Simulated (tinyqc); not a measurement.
Charge control and current of a heterostructure field-effect transistor: one step, computed by the program tinyqc. Command: `OMP_NUM_THREADS=1 python tinyqc.py 3015364 3015365 out.jsonl hemt walk`. One thread of a shared host (Intel(R) Xeon(R) Processor @ 2.30GHz), about 0.01 s of CPU time with the checks.

Two subbands in a triangular well; E_F is counted from the conduction band edge of the channel at the interface.

Task: First iteration. Charge control: n_s = C_b (V_G - V_T - E_F/e)/e. Well: mean field F = e n_s/(2 eps eps_0), E_i = (hbar^2/2m)^(1/3) [(3 pi e F/2)(i + 3/4)]^(2/3), i = 0, 1; n_s = D k_B T sum_i ln(1 + exp((E_F - E_i)/k_B T)), D = m/(pi hbar^2), which is solved in closed form for E_F. Iteration from n_s = C_b (V_G - V_T)/(2e): E_F from n_s, n_out from the charge control, n_new = n_s + mixing (n_out - n_s), kept above n_s/10; stop when |n_out/n_s - 1| < 1e-9.

Inputs (values chosen for the exercise, modelled on AlGaAs/GaAs):
```
quantity                                value  unit
channel mass m                          0.068   m_0
permittivity eps (barrier and channel)   12.5     -
conduction band offset dE_c              0.26    eV
gate voltage V_G                            0     V
temperature T                             300     K
spacer between delta layer and channel    2.6    nm
```

Charge source: delta doping. Velocity law: smooth.

barrier capacitance C_b = 0.2991280 microfarad/cm^2

threshold voltage V_T = -2.407665 V

Constants: e = 1.602176634e-19 C; k_B = 8.617333262e-05 eV/K; eps_0 = 8.8541878128e-12 F/m; hbar = 1.054571817e-34 J s; m_0 = 9.1093837015e-31 kg; k_B = 1.380649e-23 J/K.

Give: starting n_s; E_0; E_1; E_F; n_out.

Result:

starting n_s = 2.2476e+12 1/cm^2

E_0 = 122.81 meV

E_1 = 216.05 meV

E_F = 191.68 meV

n_out = 4.1373e+12 1/cm^2

Caution: a density of n_out would put E_F above the conduction band minimum of the barrier, where parallel conduction sets in.
